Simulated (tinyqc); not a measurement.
Transverse acoustic branch against its sound line: Keating valence-force model of a tetrahedral crystal. Computed by tinyqc, a small Python program. Command: `OMP_NUM_THREADS=1 python tinyqc.py 3016255 3016256 out.jsonl keating walk`. One thread of a shared host (Intel(R) Xeon(R) Processor @ 2.30GHz), about 0.02 s of CPU time with the checks.

Atom A sits at 0 and atom B at a/4 (1,1,1) of an fcc lattice; the four bonds from A are t = a/4 (1,1,1), a/4 (1,-1,-1), a/4 (-1,1,-1), a/4 (-1,-1,1), of length d = sqrt(3) a/4. Energy: E = (3 alpha/(8 d^2)) sum over bonds (r.r - d^2)^2 + (3 beta/(8 d^2)) sum over pairs of bonds at one atom (r_i.r_j + d^2/3)^2, with beta_A for the six pairs at A and beta_B for the six at B. The cell holds two atoms, Omega = a^3/4. 1 N/m = 1 J/m^2. With constants fitted to the elastic moduli this model puts optical and zone-boundary frequencies of real crystals too high, by up to about 20 % in elemental crystals and up to about 50 % in compounds, and mostly by more for TA modes; in compounds the lattice part of the static dielectric constant then comes out too low.

Inputs (values chosen for the exercise, modelled on zinc selenide):

| quantity | value | unit |
|---|---|---|
| lattice constant a | 5.668 | angstrom |
| mass M_A | 65.38 | u |
| mass M_B | 78.97 | u |
| bond stretching alpha | 34.2 | N/m |
| bond bending beta_A | 3.91 | N/m |
| bond bending beta_B | 3.91 | N/m |

Structure: zinc blende.

Constants: nu for 1 eV/(angstrom^2 u) = 15.6333042 THz; 1 eV/angstrom^2 = 16.02176634 J/m^2; u = 1.6605390666e-27 kg.

Method:
- beta = (beta_A + beta_B)/2; C11 = (alpha + 3 beta)/a, C12 = (alpha - beta)/a, C44 = 4 alpha beta/(a (alpha + beta)); with the two sublattices clamped C44(0) = (alpha + beta)/a; internal-strain parameter zeta = (alpha - beta)/(alpha + beta); B = (C11 + 2 C12)/3.
- With displacements u exp(i q.r), each bracket changes by g.u, where g = (g_A, g_B): bond t, g = (-2 t, 2 t exp(i q.t)); pair (i, j) at A, g = (-(t_i + t_j), t_i exp(i q.t_j) + t_j exp(i q.t_i)); pair at B, g = (-t_i exp(-i q.t_j) - t_j exp(-i q.t_i), t_i + t_j). Then D_mn = sum over the 4 bonds and 12 pairs of (4 k/a^2) conj(g_m) g_n / sqrt(M_m M_n), with k = alpha or beta converted to eV/angstrom^2. Only the short-range forces enter; the Coulomb field of the charges is left out.
- An eigenvalue lambda of D in eV/(angstrom^2 u) gives nu = 15.6333042 THz x sqrt(lambda).
- The sound line is nu = v q/(2 pi) with v = sqrt(C44/rho), rho = (M_A + M_B)/Omega; the clamped line uses C44(0).

C44 = 24.7625 GPa

clamped C44(0) = 67.2371 GPa

Frequencies (THz) along G-X:

| q (2 pi/a) | lowest branch | sound line, relaxed C44 | sound line, clamped C44(0) | third-lowest frequency | highest frequency |
|---|---|---|---|---|---|
| 0.05 | 0.1912 | 0.1913 | 0.3152 | 0.3459 | 8.0608 |
| 0.15 | 0.5700 | 0.5739 | 0.9457 | 1.0345 | 8.0429 |
| 0.30 | 1.1166 | 1.1478 | 1.8914 | 2.0470 | 7.9854 |
| 0.45 | 1.6146 | 1.7217 | 2.8371 | 3.0164 | 7.8998 |
| 0.60 | 2.0366 | 2.2956 | 3.7828 | 3.9229 | 7.8016 |
| 0.75 | 2.3527 | 2.8695 | 4.7284 | 4.7465 | 7.7122 |
| 0.90 | 2.5342 | 3.4434 | 5.6741 | 5.4480 | 7.6545 |
| 1.00 | 2.5697 | 3.8260 | 6.3046 | 5.6980 | 7.6426 |

At small q the branch follows the relaxed line (0.999 of it, against 0.606 of the clamped one): in a long shear wave the sublattices shift against each other. At X it reaches 67 % of the relaxed line. Real tetrahedral semiconductors have flatter TA branches than a Keating model fitted to their elastic constants, which needs longer-ranged terms to mend.

Extremes, crossings and ranges named in words are read from the listed rows.
